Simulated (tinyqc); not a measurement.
Worked calculation: kinetics of strain relaxation and threading dislocations in mismatched semiconductor layers. Computed by tinyqc, a small Python program that keeps every step. Command: `OMP_NUM_THREADS=1 python tinyqc.py 3011890 3011891 out.jsonl threading walk`. One thread of a shared host (Intel(R) Xeon(R) Processor @ 2.30GHz), about 0.01 s of CPU time with the checks. Intermediate numbers are printed to about 6 digits and carried at full precision; extremes and crossings named in words are read from the listed rows.

60-degree dislocations on {111} planes of a (001) layer, isotropic elasticity. The Schmid factor is 1/sqrt(6), and a misfit segment relieves strain with b/2.

Inputs (values chosen for the exercise, modelled on Si(0.7)Ge(0.3) on Si):
```
quantity                                     value          unit
misfit f                                     0.012             -
shear modulus G                               61.8           GPa
Poisson ratio nu                              0.27             -
Burgers vector b                              3.89      angstrom
glide activation energy Q                     1.94            eV
velocity prefactor v0                        24000   m/s per MPa
layer thickness h                               54            nm
anneal temperature T                           748             K
anneal time t                                  130             s
initial thread density rho_0                260000        1/cm^2
multiplication constant delta                 4700           1/m
grading rate (misfit per thickness) R_f     0.0041  1/micrometre
growth temperature of the buffer T_g          1043             K
growth rate R_g                                3.7          nm/s
reaction radius r_A                             96            nm
final thickness of a thick uniform layer H     4.1    micrometre
aspect ratio of a trench                       2.9             -
```

Sources: multiplication.

Constants: k_B = 8.617333262e-05 eV/K.

## Excess stress and glide velocity at the start

Excess resolved stress tau = (1/sqrt 6) [2 G (1 + nu)/(1 - nu)] (e - e_eq), e_eq = b (1 - nu/4) [ln(h/b) + 1]/(4 pi (1 + nu) h), the Matthews-Blakeslee strain of an uncapped layer; glide velocity v = v0 tau exp(-Q/(k_B T)), tau in MPa.

equilibrium strain e_eq = 0.00249734

excess stress tau = 834.198 MPa

mobility v/tau = 2.03765e-09 m/s per MPa

initial velocity = 1.69980 micrometre/s

The layer carries 4.8 times its equilibrium strain. In the anneal time a thread would run 220 micrometre at this speed.

## Relaxation in the anneal

Threads run in two directions, so de/dt = -(b/4) rho v, and they multiply as d rho/dt = delta rho v. With x = e - e_eq, x0 = f - e_eq (fully strained at t = 0) and v = m S x (m the mobility, S x = tau): rho = rho_0 + (4 delta/b)(x0 - x), so dx/dt = -k x (a - x), k = delta m S, a = x0 + b rho_0/(4 delta): a logistic law, x = a/[1 + (a/x0 - 1) exp(k a t)]. The half time is that at which x = x0/2.

strain left e = 0.0119025

share of the excess strain relieved = 1.02623 %

thread density = 731300 1/cm^2

half time = 645.403 s

The layer stays metastable: too few threads move too slowly. The misfit lines laid down are 2.0 micrometre apart.

## Anneal temperature

The formulas are those given above.

After the time t:
```
T (K)  first velocity (micrometre/s)  relieved (%)  threads (1/cm^2)  half time (s)
680                      8.38088e-02   2.97407e-02       2.73659e+05    1.30900e+04
706                      2.83660e-01   1.07076e-01       3.09175e+05    3.86750e+03
736                      1.04060e+00   5.01508e-01       4.90320e+05    1.05426e+03
761                      2.84242e+00   2.59624e+00       1.45233e+06    3.85958e+02
790                      8.42008e+00   4.97094e+01       2.30893e+07    1.30290e+02
810                      1.70177e+01   9.94918e+01       4.59521e+07    6.44656e+01
837                      4.17132e+01   1.00000e+02       4.61855e+07    2.62999e+01
883                      1.69359e+02   1.00000e+02       4.61855e+07    6.47770e+00
```

The half time follows exp(Q/(k_B T)), a decade for each 64 K near 790 K. Relief goes from 2.6 % at 761 K to 99.5 % at 810 K: with multiplication the onset is abrupt, after an incubation in which threads breed, and the final density is set by delta, not by rho_0. Caution: rows with more than 50 % relieved leave out blocking by crossing misfit lines, which slows real layers.

## Graded buffer

In steady grading, strain is fed at R_f R_g and relieved at (b/4) rho v. As a glide-limited estimate, the driving stress is taken as the mean stress of the strained top zone, whose depth z solves R_f z/2 = e_eq(z), with strain R_f z at the surface; tau_g = S R_f z/2 is its mean; then rho = 4 R_f R_g/(b m tau_g), m = v0 exp(-Q/(k_B T_g)), S = (1/sqrt 6) 2 G (1 + nu)/(1 - nu), e_eq(z) = b (1 - nu/4) [ln(z/b) + 1]/(4 pi (1 + nu) z).

depth z of the strained zone = 290.591 nm

stress tau_g = 52.2949 MPa

thread density of the buffer = 29411.0 1/cm^2

buffer thickness f/R_f = 2.92683 micrometre

Raising T_g by 50 K would lower this density by a factor 2.7: fast glide lets few threads do the work. Caution: real buffers seldom go below 1e5 /cm^2, as pile-ups and nucleation take over; this value is a lower bound.

## Thick uniform layer and trapping in a trench

A separate case, a thick relaxed layer. Pair reactions during growth: d rho/dh = -K rho^2 with K = 2 r_A tan(psi) and threads inclined by psi = 45 degrees (the <110> lines of {111} planes), so rho = 1/(K H) for a layer that starts with far more threads than that, as highly mismatched layers do. In a trench along [110] a thread on {111} rises at 54.74 degrees across the width, and leaves through the wall below the height w tan(54.74 degrees) = sqrt(2) w; the share of threads, evenly spread over the floor, that reach the top is max(0, 1 - a/sqrt 2) for the aspect ratio a.

thread density at H = 1.27033e+08 1/cm^2

share that reaches the top = 0

The trench traps all threads that cross it; those that run along it are not trapped. Thickness alone needs 520 micrometre for 1e6 /cm^2. Caution: at this small misfit a layer may start with fewer threads than 1/(K H), which is then only an upper bound.

Checks made by the program: strain against numerical integration (relative difference below 1e-10).
